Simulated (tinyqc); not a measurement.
# Thin film between two gates, subbands and threshold shift from confinement: what changes with what

Undoped body with a flat potential across it, hard walls, transport along x. Three valley pairs (g = 2 each) with the longitudinal mass along x, y or z. Non-parabolicity enters the subband edges through E (1 + al E) = gamma, so E = 2 gamma/(1 + sqrt(1 + 4 al gamma)); motion within a subband is taken as parabolic with the band-edge mass. Energies are counted from the bulk band edge.

Values chosen for this exercise; masses close to those of silicon:
- T = 77 K (temperature)
- ml = 0.919 m0 (longitudinal mass)
- mt = 0.19 m0 (transverse mass)
- al = 0.5 1/eV (non-parabolicity)
- t = 8.9 nm (film thickness (along z))
- dl = 0 nm (widening of the box by penetration into the insulator)
- Cg = 3.3 uF/cm^2 (gate capacitance per area of interface)

Constants: q = 1.602176634e-19 C, kB = 1.380649e-23 J/K, hbar = 1.054571817e-34 J s, m0 = 9.1093837015e-31 kg, Vt = kB T/q, hbar^2/(2 m0) = 0.0380998212 eV nm^2. Results are converted to the units shown.

Each table varies one quantity; the others keep the values above.

## Confinement against the film thickness

gamma = C (pi k/(t + dl))^2/mz, C = hbar^2/(2 m0). Each subband has N_k = g sqrt(mx my) m0 kB T/(pi hbar^2); without degeneracy n = exp(EF/Vt) sum N_k exp(-E_k/Vt). Classical value Nc times t, Nc = sum over valleys of 2 g (m m0 kB T/(2 pi hbar^2))^1.5 with m = (mx my mz)^(1/3). Threshold shift dVT = Vt ln(classical value/sum N_k exp(-E_k/Vt)). With degeneracy n = sum N_k F((EF - E_k)/Vt), F(x) = ln(1 + exp(x)); gate: Vg = EF + q n/(Cg P), P = 2 (both faces), summed over the 60 lowest subbands at most, with Vg counted from the value that would put EF at the bulk band edge of an empty body. The last two columns are for Vg = 0.5 V; sensitivity d(dVT)/dt by central differences between 0.99 and 1.01 times the value.

Result of one run:
```
t (nm)  E_1 (meV)  gap to the next edge (meV)  dVT (mV)  sensitivity (mV/nm)  n/P (cm^-2)  share of the lowest subband (%)
15          1.817                       5.431     4.984              -0.4867     9.814e12                            17.74
```

What becomes of these results when the film thickness (along z) t is changed from 15 to 4.7 nm, all else the same?

Result of the changed run:
```
t (nm)  E_1 (meV)  gap to the next edge (meV)  dVT (mV)  sensitivity (mV/nm)  n/P (cm^-2)  share of the lowest subband (%)
4.7         18.35                       53.18     21.43               -6.342     8.508e12                            63.98
```

The whole series:
```
t (nm)  E_1 (meV)  gap to the next edge (meV)  dVT (mV)  sensitivity (mV/nm)  n/P (cm^-2)  share of the lowest subband (%)
2           97.54                       250.9     94.95               -89.90     6.582e12                            100.0
2.7         54.64                       149.1     54.04               -36.97     7.283e12                            100.0
3.6         31.09                       88.10     32.40               -15.17     7.788e12                            92.52
4.7         18.35                       53.18     21.43               -6.342     8.508e12                            63.98
6.3         10.26                       30.16     15.13               -2.440     9.099e12                            41.87
8.4         5.782                       17.15     11.30               -1.510     9.448e12                            29.84
11          3.376                       10.06     7.936               -1.058     9.653e12                            23.08
15          1.817                       5.431     4.984              -0.4867     9.814e12                            17.74
20          1.022                       3.061     3.347              -0.2190     9.937e12                            13.63
```

As t grows from 2 to 20 nm, E_1 falls from 97.5 to 1.02 meV and dVT falls from 94.9 to 3.35 mV. E_1 goes as t^(-1.93) at the thin end (-2 for a parabolic band without penetration); a thickness error of 0.2 nm moves the threshold by 18 mV in the first row and 0.044 mV in the last. The charge per interface area rises from 6.58e12 to 9.94e12 cm^-2. For t = 2, 2.7 the body is too thin for bulk effective masses to be reliable. In every row the charge in the last two columns would bend the potential across the body by some 30 mV or more, which is left out.

## Charge and subband filling against gate voltage

Same model as above.

Each subband has N_k = g sqrt(mx my) m0 kB T/(pi hbar^2). Cq = q dn/dEF.

Charge and subband filling against gate voltage:
```
Vg (V)  EF - E_1 (eV)  n (cm^-2)  n/P (cm^-2)  share of the lowest subband (%)  Cq/(Cg P)  total C/(Cg P)
-0.14         -0.1452      443.8        221.9                            74.97   1.624e-9        1.624e-9
-0.02        -0.02584   2.837e10     1.419e10                            74.80     0.1030         0.09339
0.11          0.01189   3.829e12     1.915e12                            53.51      8.867          0.8987
0.23          0.02091   8.401e12     4.201e12                            40.03      15.94          0.9410
0.36          0.02759   1.348e13     6.740e12                            32.61      20.70          0.9539
0.48          0.03279   1.821e13     9.105e12                            28.63      23.30          0.9588
0.61          0.03794   2.335e13     1.168e13                            25.80      25.13          0.9617
0.73          0.04242   2.811e13     1.406e13                            23.96      26.34          0.9634
0.86          0.04709   3.327e13     1.664e13                            22.47      27.28          0.9646
```

Read the table: what changes, and by how much?

EF passes E_1 = 0.00515 eV at Vg = 0.0311 V. The share of the lowest subband falls from 75.0 to 22.5 % and the total capacitance rises from 1.62e-9 to 0.965 of Cg P. Between the last two rows 3.6 % of the added gate voltage goes into raising EF. For Vg = 0.11, 0.23, 0.36, 0.48, 0.61, 0.73, 0.86 the charge would bend the potential across the body by some 30 mV or more, which is left out.

Numbers from tinyqc (`OMP_NUM_THREADS=1 python tinyqc.py 2350157 2350158 out.jsonl`; about 0.1 s on one thread of a shared Intel Xeon 2.30GHz).
